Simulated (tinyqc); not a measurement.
# Changing the hopping xi

Model: Gupta-type many-body potential for a metal. Computed by tinyqc, a small Python program. Command: `OMP_NUM_THREADS=1 python tinyqc.py 3027808 3027809 out.jsonl gupta sweep`. One thread of a shared host (Intel(R) Xeon(R) Processor @ 2.30GHz), about 0.02 s of CPU time with the checks.

E_i = sum_j A exp(-p (r_ij/r0 - 1)) - xi rho_i^gamma, with rho_i = sum_j exp(-2 q (r_ij/r0 - 1)); gamma = 1/2 is the tight-binding second-moment form. The crystal is fcc unless stated; d is the neighbour distance and a fixed number of shells is kept.

Inputs (values chosen for the exercise, modelled on palladium): repulsion A = 0.179 eV; decay p = 10.7; decay q = 3.75; reference distance r0 = 2.749 angstrom; shells kept = 3; embedding exponent gamma = 0.5.

Constants: 1 eV/angstrom^3 = 160.2176634 GPa.

Method:
- fcc shells: d sqrt(k), k = 1..5, with 12, 6, 24, 12, 24 atoms; Omega = d^3/sqrt2.
- Equilibrium: dE/dd = 0; B = d^2 E''(d)/(9 Omega).
- Repulsion and density of one neighbour in each shell, and their sums.
- Each neighbour j of the vacancy loses one repulsive term and one density term: E_v = sum_shells count x {-repulsion - xi [(rho - density)^gamma - rho^gamma]}. (The removed atom returns to a bulk-like site, so its own energy cancels.)

One run for each value; columns: (1) hopping xi (eV); (2) cohesive energy E_c (eV); (3) neighbour distance d (angstrom); (4) bulk modulus B (GPa); (5) vacancy energy E_v (eV):
```
(1)      (2)     (3)     (4)     (5)
1.20  2.2256  2.8959  103.69  0.5390
1.37  2.7322  2.8431  129.76  0.6607
1.54  3.2748  2.7964  158.24  0.7909
1.71  3.8515  2.7546  189.07  0.9289
1.88  4.4608  2.7167  222.19  1.0746
2.05  5.1014  2.6821  257.55  1.2274
2.22  5.7722  2.6503  295.12  1.3872
2.39  6.4721  2.6208  334.85  1.5537
```

Over the rows, cohesive energy E_c (eV) rises from 2.23 to 6.47 (exponent d ln y / d ln x about 1.5 throughout); neighbour distance d (angstrom) falls from 2.90 to 2.62 (exponent d ln y / d ln x -0.14 between the first rows and -0.15 between the last); bulk modulus B (GPa) rises from 104 to 335 (exponent d ln y / d ln x about 1.7 throughout). With one shell E_c scales exactly as xi^(p/(p - 2 q gamma)), exponent 1.540: stronger attraction also shortens the bonds.
